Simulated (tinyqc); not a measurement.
Amplitude against the length of the filling pulse.

In DLTS the amplitude of the capacitance transient follows the share of traps filled by the pulse. In the neutral layer an empty trap fills as 1 - exp(-tp/tc), tc = 1/(sn vth(T) Nd), vth(T) = vth (T/300 K)^0.5; emission during the pulse and slow capture at the depletion edge are neglected.

Inputs (values chosen for the exercise):
```
symbol,value,unit,meaning
vth,2.3e7,cm/s,thermal velocity at 300 K
Nd,4.6e16,cm^-3,shallow donor density
sn,1.8e-16,cm^2,capture cross-section
T,92,K,temperature of the transient
```

Amplitude against the length of the filling pulse:
```
tp (s)	tp/tc	amplitude over its full value	ln(1 - that)
6.5e-10	0.06855	0.06625	-0.06855
1.3e-9	0.1371	0.1281	-0.1371
2.5e-9	0.2637	0.2318	-0.2637
4.8e-9	0.5062	0.3972	-0.5062
9.3e-9	0.9808	0.6250	-0.9808
1.8e-8	1.898	0.8502	-1.898
3.5e-8	3.691	0.9751	-3.691
6.9e-8	7.277	0.9993	-7.277
```

The amplitude rises from 0.0663 to 0.999 of its full value. The last column is linear in tp with slope -1/tc, tc = 9.48e-9 s, which gives the cross-section from Nd and vth, independently of the Arrhenius intercept; 99 % filling needs 4.37e-8 s. In every row T is below 110 K, where shallow donors begin to freeze out; the model keeps them ionised.

Program tinyqc, `OMP_NUM_THREADS=1 python tinyqc.py 2050167 2050168 out.jsonl`; Intel Xeon 2.30GHz, shared host, one thread, about 0.01 s.
